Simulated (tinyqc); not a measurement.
# Undoped symmetric double-gate MOSFET, analytic potential model: two studies

An undoped body of thickness ts between two equal insulators and tied gates; long channel, electrons only, n = ni exp((psi - V)/Vt) with V the quasi-Fermi potential (0 at the source, Vd at the drain), constant mobility, no quantisation. Across the body psi(x) = V - 2 Vt ln[(ts/(2 beta)) sqrt(q ni/(2 eps0 eps_r Vt)) cos(2 beta x/ts)], x from the centre. Q is the electron charge per area of the whole body.

Parameters, values chosen for the exercise; material values close to those of silicon: temperature T = 300 K; band gap Eg = 1.12 eV; relative permittivity of the semiconductor eps_r = 11.7; conduction-band density of states at T Nc = 2.78e19 cm^-3; valence-band density of states at T Nv = 2.64e19 cm^-3; relative permittivity of the gate insulator eox = 3.96; insulator thickness tox = 1.5 nm; body thickness ts = 6 nm; gate work function less that of the intrinsic body dphi = 0.23 V; channel mobility mu = 100 cm^2/(V s); gate length L = 0.2 um; drain voltage Vd = 0.1 V.

Constants: q = 1.602176634e-19 C, kB = 1.380649e-23 J/K, Vt = kB T/q, eps0 = 8.8541878128e-14 F/cm where lengths are in cm. Results are converted to the units shown.

Each table varies one quantity; the others keep the values above.

## Effect of the body thickness

ni = sqrt(Nc Nv) exp(-Eg/(2 Vt)), Eg in volts; r = eps_r tox/(eox ts); V0 = dphi + 2 Vt ln[(2/ts) sqrt(2 eps0 eps_r Vt/(q ni))]. beta (between 0 and pi/2) solves (Vg - V0 - V)/(2 Vt) = ln(beta) - ln(cos beta) + 2 r beta tan(beta). Q = 8 eps0 eps_r Vt beta tan(beta)/ts; I = mu (1/L)(4 eps0 eps_r/ts)(2 Vt)^2 [g(beta_s) - g(beta_d)] per width, g = beta tan(beta) - beta^2/2 + r beta^2 tan^2(beta), with beta_s at V = 0 and beta_d at V = Vd.  I(low) is taken at Vg = 0.49 V, Qs and I(high) at Vg = 1.24 V.

Effect of the body thickness:
```
ts (nm)	V0 (V)	I(low) (nA/um)	Qs(high) (nC/cm^2)	I(high) (uA/um)
2	0.7954	0.1002	1904	84.67
2.8	0.7780	0.1403	1915	85.29
3.9	0.7609	0.1955	1923	85.73
5.5	0.7431	0.2757	1928	86.03
7.7	0.7257	0.3859	1931	86.22
11	0.7073	0.5512	1933	86.34
15	0.6913	0.7516	1934	86.39
```

Read the table: what changes, and by how much?

As ts goes from 2 to 15 nm, I(low) rises from 0.100 to 0.752 nA/um and I(high) rises from 84.7 to 86.4 uA/um. On average I(low) goes as ts^(1.00) and I(high) goes as ts^(0.01). Below threshold the charge is proportional to the cross-section of the body; above it the insulator sets the charge. In every row the surface density at the source at the higher gate voltage passes 0.3 Nc, where Boltzmann statistics fail. For ts = 2 to 5.5 nm the body is thin enough for quantum confinement, left out here, to raise the threshold.

## Transfer curve and volume inversion

Q = 8 eps0 eps_r Vt beta tan(beta)/ts; I = mu (1/L)(4 eps0 eps_r/ts)(2 Vt)^2 [g(beta_s) - g(beta_d)] per width, g = beta tan(beta) - beta^2/2 + r beta^2 tan^2(beta), with beta_s at V = 0 and beta_d at V = Vd. The drop is psi(surface) - psi(centre) at the source end; C = dQs/dVg, Cg = 2 eps0 eox/tox; gm = dI/dVg.

Transfer curve and volume inversion:
```
Vg (V)	Qs (nC/cm^2)	drop (mV)	C/Cg	I (uA/um)	gm/I (1/V)
0.44	0.0034350	2.4869e-4	2.8421e-5	4.3474e-5	38.681
0.55	0.24143	0.017477	0.0019928	0.0030592	38.634
0.67	20.419	1.4643	0.14007	0.28442	34.978
0.78	212.97	14.007	0.57244	5.2369	17.672
0.89	558.13	31.921	0.74271	19.681	8.0749
1	961.74	47.835	0.81884	38.741	4.7580
1.11	1394.8	61.097	0.86203	59.800	3.3002
1.23	1887.3	73.105	0.89155	84.030	2.4492
1.34	2350.8	82.396	0.90982	106.96	1.9713
```

What does the table show?

The current rises from 4.35e-5 to 107 uA/um. In the first row gm/I is 38.7 1/V, within 0.01 % of 1/Vt: with no depletion charge the whole body follows the gate, and the swing is ideal. The drop between surface and centre goes from 2.5e-4 to 82.4 mV and passes Vt at Vg = 0.89 V among the rows; below that the density varies across the body by less than a factor of e (volume inversion). C reaches 0.91 of Cg in the last row. For Vg = 0.89 to 1.34 V the surface density at the source passes 0.3 Nc, where Boltzmann statistics fail. In every row the body is thin enough for quantum confinement, left out here, to raise the threshold.

Program tinyqc, `OMP_NUM_THREADS=1 python tinyqc.py 2440023 2440024 out.jsonl`; Intel Xeon 2.30GHz, shared host, one thread, about 0.02 s.
